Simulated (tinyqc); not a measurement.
# Front-illuminated p-i-n photodiode, quantum efficiency and bandwidth: what changes with what

Light enters through a p layer (0 to xp), a depleted layer (xp to xp + wi) and a thick n substrate, decaying as exp(-al x); one pass, no back reflection. Carriers made in the depleted layer are all collected; those in the neutral layers diffuse.

Values chosen for this exercise; values close to those of silicon at this wavelength:
```
symbol,value,unit,meaning
lam,850,nm,wavelength
al,523,1/cm,absorption coefficient
Rf,0.1,,reflectance of the front face
eps_r,11.9,,relative permittivity
xp,0.056,um,thickness of the front p layer
wi,10,um,thickness of the depleted layer
Dn,6.2,cm^2/s,electron diffusion coefficient in the p layer
Ln,13,um,electron diffusion length in the p layer
S,20000,cm/s,recombination velocity of the front surface
Lp,27,um,hole diffusion length in the thick n substrate
ve,1.03e7,cm/s,electron drift velocity
vh,7.11e6,cm/s,hole drift velocity
dia,14,um,diameter
RL,50,ohm,load resistance
Cp,10,fF,parasitic capacitance
```

Constants: q = 1.602176634e-19 C, h = 6.62607015e-34 J s, c = 299792458 m/s, eps0 = 8.8541878128e-14 F/cm where lengths are in cm. Results are converted to the units shown.

Each table varies one quantity; the others keep the values above.

## Efficiency and bandwidth against the thickness of the depleted layer

k = al Ln, s = S Ln/Dn, e = exp(-al xp); front layer f1 = (k/(k^2 - 1)) {[s + k - e (s cosh(xp/Ln) + sinh(xp/Ln))]/[s sinh(xp/Ln) + cosh(xp/Ln)] - k e}; depleted layer f2 = e (1 - exp(-al wi)); substrate f3 = e exp(-al wi) al Lp/(1 + al Lp); external efficiency (1 - Rf)(f1 + f2 + f3); responsivity = efficiency q lam/(h c). Drift response for pairs made in the depleted layer, a = al wi, g = 1 - exp(-a), u = 2 pi i f, te = wi/ve, th = wi/vh: electrons He = [g - a (exp(-a) - exp(-u te))/(u te - a)]/(u te g), holes Hh = [g - a (1 - exp(-a - u th))/(a + u th)]/(u th g); C = eps0 eps_r pi (dia/2)^2/wi + Cp; total |He + Hh|/sqrt(1 + (2 pi f RL C)^2), for the current of the depleted layer alone. Limits are the frequencies at which each factor falls to 1/sqrt(2); inverse-square sum (f_transit^-2 + f_RC^-2)^(-1/2); the diffusion currents f1 and f3 are left out of the bandwidth.

Efficiency and bandwidth against the thickness of the depleted layer:
columns A: wi (um); B: f2; C: f1 + f3; D: responsivity (A/W); E: transit limit (GHz); F: RC limit (GHz); G: 3 dB bandwidth (GHz); H: inverse-square sum (GHz); I: bandwidth x (1 - Rf) f2 (GHz)
```
A          B        C       D       E      F       G       H       I
1.2  0.06065   0.5511  0.3775   37.88  135.4   35.94   36.48   1.962
2.1   0.1037   0.5259  0.3885   21.72  179.6   21.49   21.56   2.006
3.5   0.1668   0.4890  0.4046   13.09  217.5   13.06   13.07   1.960
5.9   0.2647   0.4316  0.4297   7.832  249.7   7.827   7.828   1.865
10    0.4061   0.3489  0.4658   4.684  273.9   4.683   4.683   1.712
17    0.5873   0.2428  0.5122   2.814  290.6   2.814   2.814   1.487
28    0.7665   0.1379  0.5580   1.756  300.9   1.756   1.756   1.211
48    0.9161  0.05032  0.5963   1.055  307.9   1.055   1.055  0.8696
80    0.9819  0.01179  0.6131  0.6367  312.0  0.6367  0.6367  0.5626
```

As wi goes from 1.2 to 80, the responsivity rises from 0.377 to 0.613 A/W and the bandwidth falls from 35.9 to 0.637 GHz. The transit limit is the lower one in every row. Adding inverse squares of the two limits is within 1.5 % of the full result. The product of bandwidth and fast efficiency goes from 1.96 through a maximum of 2.01 (at wi = 2.1 among the rows listed) to 0.563 GHz. For wi = 1.2, 2.1, 3.5, 5.9, 10, 17 the diffusion currents exceed 0.3 of the drift current; their own response times, left out, may then shape the whole response.

## Efficiency and bandwidth against the diameter

Same model as above.

The same in every row: f2 = 0.4061; f1 + f3 = 0.3489; responsivity (A/W) = 0.4658; transit limit (GHz) = 4.684.

Efficiency and bandwidth against the diameter:
```
dia (um)  RC limit (GHz)  3 dB bandwidth (GHz)  inverse-square sum (GHz)  bandwidth x (1 - Rf) f2 (GHz)
5                  311.9                 4.683                     4.684                          1.712
10                 294.0                 4.683                     4.684                          1.712
20                 239.1                 4.683                     4.683                          1.711
50                 103.7                 4.677                     4.679                          1.709
100                34.32                 4.622                     4.641                          1.689
200                9.334                 4.052                     4.187                          1.481
500                1.531                 1.431                     1.455                         0.5230
1000              0.3842                0.3824                    0.3829                         0.1398
```

Read the table: what changes, and by how much?

As dia goes from 5 to 1000, the responsivity stays at 0.466 A/W and the bandwidth falls from 4.68 to 0.382 GHz. The RC limit is the lower one for dia = 500, 1000, the transit limit elsewhere. Adding inverse squares of the two limits is within 3.3 % of the full result. In every row the diffusion currents exceed 0.3 of the drift current; their own response times, left out, may then shape the whole response.

Program tinyqc, `OMP_NUM_THREADS=1 python tinyqc.py 2250122 2250123 out.jsonl`; Intel Xeon 2.30GHz, shared host, one thread, about 0.01 s.
